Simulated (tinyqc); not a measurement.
Inside a calculation: delta-doped layer in the Thomas-Fermi potential. Values are carried at full precision from step to step, so a last printed digit may differ when a step is redone from the rounded ones.

All donors ionised in the plane z = 0, zero temperature, energies from the Fermi level EF of the Thomas-Fermi model, which lies at the bulk band edge; c = hbar^2/2m0, q = e^2/(4 pi eps0). gv = 1 equivalent valley, m_d = sqrt(m3^3/mz) in the plane. With n = (gv/3 pi^2)(m3 (-V)/c)^(3/2) and V'' = -(4 pi q/eps) n for z > 0, the solution is V = -b/(|z| + z0)^4 with sqrt(b) = 20/K, K = (4 pi q/eps)(gv/3 pi^2)(m3/c)^(3/2), and z0^5 = 4b/(e F0), e F0 = 2 pi q N/eps; 1e13/cm^2 = 1e-3/angstrom^2. Exchange and correlation are left out.

Constants: hbar^2/2m0 = 3.80998211 eV angstrom^2; e^2/(4 pi eps0) = 14.39964547 eV angstrom.

Values chosen for the exercise (near those of a delta-doped layer in GaAs; not measured data):
```
symbol  value  unit         meaning
m3      0.069  m0           density-of-states mass of a valley
mz      0.069  m0           mass along z
eps     12.8                dielectric constant
N       0.4    x 1e13/cm^2  donor sheet density
```

## The Thomas-Fermi well

Give K, b, e F0, z0 and the depth b/z0^4.

K = 0.0011636 eV^(-1/2) angstrom^-2
b = 2.9541e+08 eV angstrom^4
e F0 = 0.0028274 eV/angstrom
z0 = 210.97 angstrom
depth = 0.1491 eV

Half of the electrons lie within |z| < (2^(1/5) - 1) z0 = 31.4 angstrom. The mean donor spacing in the plane is 50.0 angstrom, against a Bohr radius 0.529177 eps/m3 = 98.2 angstrom: the orbits overlap many donors, so a smeared sheet is a fair model in the plane. Across the plane the Thomas-Fermi density is more peaked than that of the quantised subbands, the more so the fewer are filled.

## Profile

V = -b/(|z| + z0)^4, n and the share of electrons beyond |z|, (z0/(|z| + z0))^5, at z = 0, 0.1, 0.25, 0.5, 1 and 2 times z0; n = (eps/(4 pi q)) 20 b/(|z| + z0)^6, q = e^2/(4 pi eps0), 1/angstrom^3 = 1e24/cm^3.

Profile:
```
z (angstrom)   V (eV)  n (1e19/cm^3)  share beyond
0.0           -0.1491          0.474         1.000
21.1          -0.1019          0.268         0.621
52.7          -0.0611          0.124         0.328
105.5         -0.0295         0.0416         0.132
211.0         -0.0093        0.00741         0.031
421.9         -0.0018       0.000650         0.004
```

## Subbands

Subbands solve -(c/m_z) psi'' + V psi = E psi on 1280 points of spacing z0/80; up to ten levels for each group, kept if bound with an rms width below 2.5 z0.

List the bound levels with their rms width.

Subbands:
```
label  valleys g  m_d (m0)   E (eV)  rms z (angstrom)
0              1    0.0690  -0.0877              30.6
1              1    0.0690  -0.0324              79.1
2              1    0.0690  -0.0140             139.4
3              1    0.0690  -0.0045             247.8
4              1    0.0690  -0.0012             430.7
```

The lowest level lies 41 % of the way up the well, and 1 follows 55 meV higher.

## Filling the subbands

At zero temperature n_i = g m_d (mu - E_i)/(2 pi c) for E_i < mu, c = hbar^2/2m0; find mu from sum n_i = N (1e13/cm^2 = 1e-3/angstrom^2).

mu = -0.0002 eV

n_i in the order of the list (1e13/cm^2): [0.252, 0.093, 0.040, 0.012, 0.003]

5 subbands filled in part, the lowest with 63 % of the electrons. The potential was built for a Fermi level at 0; filling its quantised levels puts mu 0.1 % of the depth below that, which shows how nearly the two pictures agree.

## Estimate from a V-shaped well

Near z = 0 the well is -depth + e F0 |z|, whose levels are a (c (e F0)^2/m_z)^(1/3) with a = 1.018793 (even) and 2.338107 (odd); c = hbar^2/2m0, m_z = mz.

levels 0 and 1 (eV): [-0.0716, 0.0289]

Level 0 comes out 16 meV too high, since screening flattens the true well away from the plane, and level 1 lands above the rim at 0.

## Checks

- Integral of the Thomas-Fermi density against N, 1e13/cm^2: both 0.4000.
- Lowest level on a finer grid (z0/200), eV: both -0.088.

Computed by tinyqc, a small Python program: `OMP_NUM_THREADS=1 python tinyqc.py 1282431 1282432 out.jsonl` (the numbers bound the seed that draws the inputs); one thread of a shared host (Intel(R) Xeon(R) Processor @ 2.30GHz), about 0.09 s for the whole set of steps.
